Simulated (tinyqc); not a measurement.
Inside a calculation. Method: Hueckel theory of the pi electrons, for the molecule FC=C1C=CC=C1 (SMILES; centres numbered as the heavy atoms are written). Computed by tinyqc, a small Python program that keeps every step. Settings: charge = 0. Command: `OMP_NUM_THREADS=1 python tinyqc.py 25052 25053 out.jsonl` (the two numbers bound the seeds that draw the settings). One thread of a shared host (Intel(R) Xeon(R) Processor @ 2.60GHz), about 0.01 s of CPU time with the checks.

## The Hueckel matrix

Centres:
```
centre  z_r, pi electrons of the neutral centre         h
1F                                            2  3.110000
2C                                            1  0.000000
3C                                            1  0.000000
4C                                            1  0.000000
5C                                            1  0.000000
6C                                            1  0.000000
7C                                            1  0.000000
```

Bonds:
```
i  j         k
1  2  0.750000
2  3         1
3  4         1
4  5         1
5  6         1
6  7         1
7  3         1
```

H_rr = alpha + h_r beta, H_rs = k_rs beta for bonded centres.

Hueckel matrix in units of beta (H = alpha + beta A):
```
          1F        2C        3C        4C        5C        6C        7C
1F  3.110000  0.750000  0.000000  0.000000  0.000000  0.000000  0.000000
2C  0.750000  0.000000  1.000000  0.000000  0.000000  0.000000  0.000000
3C  0.000000  1.000000  0.000000  1.000000  0.000000  0.000000  1.000000
4C  0.000000  0.000000  1.000000  0.000000  1.000000  0.000000  0.000000
5C  0.000000  0.000000  0.000000  1.000000  0.000000  1.000000  0.000000
6C  0.000000  0.000000  0.000000  0.000000  1.000000  0.000000  1.000000
7C  0.000000  0.000000  1.000000  0.000000  0.000000  1.000000  0.000000
```

## Orbitals

pi electrons, sum of z_r less the charge = 8

Diagonalise; E = alpha + x beta with beta < 0, so the largest x are filled first; degenerate levels share their electrons. P = sum n_i c_ri c_si; each orbital has its largest coefficient positive (the first on a tie).

x values: 3.302710  2.088524  0.942088  0.618034  -0.347407  -1.618034  -1.875914

occupations: 2.000000  2.000000  2.000000  2.000000  0.000000  0.000000  0.000000

coefficients:
```
         MO1        MO2        MO3        MO4        MO5        MO6        MO7
1F  0.962894  -0.140590  -0.152172   0.000000  -0.163502   0.000000   0.056393
2C  0.247412   0.191479   0.439861   0.000000   0.753723   0.000000  -0.374895
3C  0.094959   0.505351   0.528517   0.000000  -0.139223   0.000000   0.660976
4C  0.033105   0.431980   0.029024   0.601501  -0.352678  -0.371748  -0.432520
5C  0.014376   0.396849  -0.501174   0.371748   0.261746   0.601501   0.150394
6C  0.014376   0.396849  -0.501174  -0.371748   0.261746  -0.601501   0.150394
7C  0.033105   0.431980   0.029024  -0.601501  -0.352678   0.371748  -0.432520
```

charge and bond-order matrix P:
```
           1F         2C         3C         4C         5C         6C         7C
1F   1.940174   0.288753  -0.120075  -0.066545   0.068629   0.068629  -0.066545
2C   0.288753   0.582710   0.705465   0.207344  -0.281804  -0.281804   0.207344
3C  -0.120075   0.705465   1.087454   0.473569  -0.125932  -0.125932   0.473569
4C  -0.066545   0.207344   0.473569   1.100696   0.761934  -0.132493  -0.346518
5C   0.068629  -0.281804  -0.125932   0.761934   1.094135   0.541349  -0.132493
6C   0.068629  -0.281804  -0.125932  -0.132493   0.541349   1.094135   0.761934
7C  -0.066545   0.207344   0.473569  -0.346518  -0.132493   0.761934   1.100696
```

## Energy, charges, bond orders

E = sum n x; q_r = z_r - P_rr; bond order p = P_rs; free valence = sqrt(3) - sum of p over the bonds of the atom.

pi energy = 8 alpha + this times beta = 13.902711

pi charges: 1F 0.059826, 2C 0.417290, 3C -0.087454, 4C -0.100696, 5C -0.094135, 6C -0.094135, 7C -0.100696

Bond orders and lengths from R = 1.517 - 0.180 p (angstrom, C-C alone):
```
bond         p         R
1-2   0.288753         -
2-3   0.705465  1.390016
3-4   0.473569  1.431758
4-5   0.761934  1.379852
5-6   0.541349  1.419557
6-7   0.761934  1.379852
7-3   0.473569  1.431758
```

free valence of the carbons: 2C 0.737833, 3C 0.079448, 4C 0.496547, 5C 0.428768, 6C 0.428768, 7C 0.496547

gap between the highest filled and the next level = 0.965441 |beta|
